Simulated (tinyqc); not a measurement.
Implant damage, amorphisation by cascade overlap, and solid-phase epitaxial regrowth: one step, computed by the program tinyqc.

Range and width of the damage are inputs. Dynamic annealing enters only through the surviving share f.

Task: Overlap model. Gibbons model: a point turns amorphous after n + 1 hits; with y = A_i Q the amorphous share is 1 - exp(-y) sum_(k=0..n) y^k/k!. Doses are set by y.

Inputs (values chosen for the exercise, modelled on phosphorus ions in silicon): overlaps needed n = 1; area amorphised by one track A_i = 1.1 nm^2.

Give: the table «Amorphous share» with the columns Q (1/cm^2), direct impact (n = 0), given n, for y = 0.1, 0.3, 0.6, 1.0, 2.0, 3.0, 5.0, 8.0.

Result:

Amorphous share:

| y | Q (1/cm^2) | direct impact (n = 0) | given n |
|---|---|---|---|
| 0.1 | 9.091e+12 | 0.0952 | 0.0047 |
| 0.3 | 2.727e+13 | 0.2592 | 0.0369 |
| 0.6 | 5.455e+13 | 0.4512 | 0.1219 |
| 1.0 | 9.091e+13 | 0.6321 | 0.2642 |
| 2.0 | 1.818e+14 | 0.8647 | 0.5940 |
| 3.0 | 2.727e+14 | 0.9502 | 0.8009 |
| 5.0 | 4.545e+14 | 0.9933 | 0.9596 |
| 8.0 | 7.273e+14 | 0.9997 | 0.9970 |

At small y the share grows as y^2; between the first rows the exponent is 1.88.
